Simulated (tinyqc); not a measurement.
Defect, radiative and Auger recombination at equal electron and hole densities (ABC model): sweeps and comparisons. A value that a table varies takes the place of the one given here.

J/(e d) = Ae n + B n^2 + C n^3 with Ae = A + 4 S/w (four side walls, carriers spread evenly), e = 1.602176634e-19 C, lengths in cm; internal efficiency IQE = B n^2/(Ae n + B n^2 + C n^3); all injected carriers recombine in the layer.

Inputs chosen for the exercise (orders of magnitude like those quoted for Si; not measured data):

| symbol | value | unit | meaning |
|---|---|---|---|
| A | 23000 | 1/s | defect rate |
| B | 3.3e-15 | cm^3/s | radiative coefficient |
| C | 2.5e-30 | cm^6/s | Auger coefficient |
| S | 0 | cm/s | recombination velocity of the side walls |
| w | 1900 | micrometre | side of the square mesa |
| d | 97000 | nm | active thickness |
| S2 | 6.3 | cm/s | recombination velocity of the side walls in this comparison |
| J | 0.37 | A/cm^2 | current density |

## Efficiency against current

The slope is d ln(B n^2)/d ln J = 2 (Ae + B n + C n^2)/(Ae + 2 B n + 3 C n^2).

Results:

| J (A/cm^2) | n (1/cm^3) | IQE | slope | differential lifetime (ns) |
|---|---|---|---|---|
| 0.0070 | 1.96e+14 | 2.81e-05 | 2.000 | 4.35e+04 |
| 0.030 | 8.39e+14 | 0.000120 | 1.999 | 4.35e+04 |
| 0.10 | 2.79e+15 | 0.000400 | 1.996 | 4.33e+04 |
| 0.40 | 1.10e+16 | 0.00156 | 1.946 | 4.17e+04 |
| 2.0 | 4.55e+16 | 0.00530 | 1.460 | 2.58e+04 |
| 7.0 | 9.66e+16 | 0.00683 | 0.997 | 1.07e+04 |
| 30 | 1.82e+17 | 0.00565 | 0.781 | 3.68e+03 |
| 1.0e+02 | 2.84e+17 | 0.00415 | 0.716 | 1.58e+03 |
| 4.0e+02 | 4.62e+17 | 0.00273 | 0.686 | 615 |
| 2.0e+03 | 7.97e+17 | 0.00163 | 0.673 | 209 |

IQE peaks at 0.00683 for J = 6.9 A/cm^2, where the slope passes 1. It is 2.81e-05 at the lowest current and 0.00163 at the highest, a droop of 76 %. The slope runs from 2.00 to 0.67; its limits are 2 (defects alone), 1 (radiation alone) and 2/3 (Auger alone).

## Shrinking the mesa

S = S2; w takes the values listed.

Results:

| w (micrometre) | Ae (1/s) | IQE_max | J at the peak (A/cm^2) | IQE at J |
|---|---|---|---|---|
| 200 | 2.43e+04 | 0.00666 | 7.48 | 0.00131 |
| 100 | 2.55e+04 | 0.00649 | 8.07 | 0.00118 |
| 50 | 2.80e+04 | 0.00619 | 9.29 | 0.000985 |
| 20 | 3.56e+04 | 0.00550 | 13.3 | 0.000615 |
| 10 | 4.82e+04 | 0.00473 | 20.9 | 0.000337 |
| 5 | 7.34e+04 | 0.00384 | 39.2 | 0.000146 |
| 2 | 1.49e+05 | 0.00270 | 113 | 3.54e-05 |
| 1 | 2.75e+05 | 0.00199 | 284 | 1.04e-05 |

The walls equal the bulk defect rate at w = 4 S/A = 11 micrometre. From 200 to 1 micrometre the peak efficiency falls from 0.00666 to 0.00199 and moves to a current 38 times higher; at the fixed J the efficiency goes from 0.00131 to 1.04e-05. For large w diffusion to the walls, left out here, would limit the loss. Rows with w below the thickness of the layer describe needles rather than mesas and are formal.

## Spreading the carriers over a thicker layer

d is multiplied by the factor listed, at the same J.

Results:

| factor | n (1/cm^3) | defect | radiative | Auger |
|---|---|---|---|---|
| 0.10 | 6.83e+16 | 0.659 | 0.00646 | 0.334 |
| 0.20 | 4.29e+16 | 0.829 | 0.00510 | 0.166 |
| 0.50 | 1.98e+16 | 0.957 | 0.00272 | 0.0408 |
| 1.0 | 1.02e+16 | 0.987 | 0.00145 | 0.0112 |
| 2.0 | 5.16e+15 | 0.996 | 0.000737 | 0.00288 |
| 5.0 | 2.07e+15 | 0.999 | 0.000297 | 0.000465 |
| 10 | 1.03e+15 | 1.00 | 0.000148 | 0.000116 |
| 20 | 5.18e+14 | 1.00 | 7.42e-05 | 2.91e-05 |

The best factor listed is 0.1 (IQE 0.0065); the optimum factor equals J/J_peak = 0.0536, a layer of 5.2e+03 nm, since only J/d matters and the peak value 0.00683 does not depend on d. A thicker layer trades Auger loss (0.334 to 2.91e-05) for defect loss (0.659 to 1).

## What moves the efficiency

IQE_max = Q/(Q + 2) with Q = B/sqrt(Ae C), reached at n = sqrt(Ae/C). Each row changes one parameter from the base and keeps the others.

Results:

| case | n (1/cm^3) | IQE | IQE_max | J at the peak (A/cm^2) |
|---|---|---|---|---|
| base | 1.022e+16 | 0.001448 | 0.006834 | 6.90 |
| A = 46000 1/s | 5.166e+15 | 0.0003699 | 0.004842 | 19.5 |
| B = 4.95e-15 cm^3/s | 1.021e+16 | 0.002169 | 0.01022 | 6.93 |
| C = 5e-30 cm^6/s | 1.011e+16 | 0.001417 | 0.004842 | 4.87 |
| d = 194000 nm | 5.157e+15 | 0.0007372 | 0.006834 | 13.8 |
| J = 1.11 A/cm^2 | 2.844e+16 | 0.003737 | 0.006834 | 6.90 |

The largest shifts from the base row, up to three for each result and ties (the steps differ in size, so this ranks the rows, not the parameters). n (1/cm^3): J +1.82e+16, d -5.06e+15, A -5.05e+15. IQE: J +0.00229, A -0.00108, B +0.000721. IQE_max: B +0.00338, A -0.00199, C -0.00199; unchanged at the printed digits by d and J. J at the peak (A/cm^2): A +12.6, d +6.90, C -2.03; unchanged at the printed digits by J.

tinyqc: `OMP_NUM_THREADS=1 python tinyqc.py 1650761 1650762 out.jsonl`; about 0.01 s, one thread, shared Intel(R) Xeon(R) Processor @ 2.30GHz.
